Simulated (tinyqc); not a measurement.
Electron-beam lithography: double-Gaussian proximity function, edge placement and dose correction for parallel lines: one step, computed by the program tinyqc.

Lines are infinitely long. Absorbed energy is counted so that the middle of a very large area written at dose 1 receives 1; the resist develops where it exceeds 1/2.

Question. Interaction matrix. f(r) = [exp(-r^2/alpha^2)/alpha^2 + eta exp(-r^2/beta^2)/beta^2]/(pi (1 + eta)). A line from a to b at dose d gives E(x) = d [S(alpha) + eta S(beta)]/(1 + eta), S(s) = [erf((b - x)/s) - erf((a - x)/s)]/2. M_ij is the mean of E at the two edges of line i from line j at dose 1.

Inputs (values chosen for the exercise, of the order of those for 100 keV electrons in resist on silicon): forward range alpha = 0.025 micrometre; backscatter range beta = 30 micrometre; backscatter ratio eta = 0.63.

Lines (micrometre):
```
line,left edge,right edge,centre
1,0.000,0.097,4.850000e-02
2,0.227,0.265,2.460000e-01
3,0.445,0.536,4.905000e-01
4,9.436,25.436,1.743600e+01
```

Give: M.

Answer.

M:
```
,1,2,3,4
1,0.3075,0.0003,0.0007,0.0825
2,0.0007,0.2973,0.0007,0.0831
3,0.0007,0.0003,0.3074,0.0838
4,0.0005,0.0002,0.0005,0.4129
```
